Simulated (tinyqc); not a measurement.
Inside a calculation. Model: ferroelectric switching, Landau-Khalatnikov equation.

tinyqc, about 0.07 s, one thread, Intel Xeon 2.30GHz (shared host): `OMP_NUM_THREADS=1 python tinyqc.py 2860007 2860008 out.jsonl` Printed values are rounded.

One domain: rho dP/dt = E - (2 al P + 4 be P^3), with al = -3 sqrt(3) Ec/(4 Pr), be = 3 sqrt(3) Ec/(8 Pr^3), so that the static loop has remanence Pr and coercive field Ec. With P in uC/cm^2, E in kV/cm, rho in ohm m and t in ns, dP/dt = [E - 2 al P - 4 be P^3]/(100 rho).

Inputs (values chosen for the exercise); remanent polarisation and coercive field close to those of barium titanate films: remanent polarisation Pr = 28 uC/cm^2; static coercive field Ec = 41 kV/cm; viscosity of the polarisation rho = 6.1 ohm m; field amplitude Em = 120 kV/cm; time step dt = 95 ns.

## Landau coefficients and time scales

al = -3 sqrt(3) Ec/(4 Pr), be = 3 sqrt(3) Ec/(8 Pr^3). Relaxation time at remanence tau = 100 rho/(-4 al); final state: the largest root Pf of 2 al P + 4 be P^3 = Em; relaxation time there 100 rho/(2 al + 12 be Pf^2).

al = -1.90216 kV cm/uC
be = 0.00121311 kV cm^5/uC^3
tau = 80.1719 ns
Pf = 37.9010 uC/cm^2
relaxation time at Pf = 35.6577 ns

## Step 1: one time step

P at t = 0 = -28 uC/cm^2

The constant field E = Em acts from t = 0. Implicit Euler: P(new) solves P(new) = P + dt dP/dt(P(new)), a cubic with one real root; the rate listed is (P(new) - P)/dt.

dP/dt = 0.129595 uC/(cm^2 ns)
P after step 1 = -15.6885 uC/cm^2

## Step 2: one time step

As before.

dP/dt = 0.236542 uC/(cm^2 ns)
P after step 2 = 6.78300 uC/cm^2

## Step 3: one time step

As before.

dP/dt = 0.210723 uC/(cm^2 ns)
P after step 3 = 26.8017 uC/cm^2

## Course of the switching

P starts at -Pr. The reference is a fourth-order Runge-Kutta run with 40 substeps a step; the run counts as sound if it ends within 1 % of Pf.

Course of the iteration:
```
step  t (ns)  P (uC/cm^2)  reference (uC/cm^2)
1         95     -15.6885             -14.1819
2        190      6.78300             0.786955
3        285      26.8017              23.9889
4        380      34.6279              36.3240
5        475      36.9883              37.7857
6        570      37.6504              37.8929
7        665      37.8325              37.9004
```

P first turns positive at t = 190 ns among the steps, the reference at 190 ns (exactly 186 ns); the last value is 0.18 % below Pf. The largest gap to the reference is 6.0 uC/cm^2.
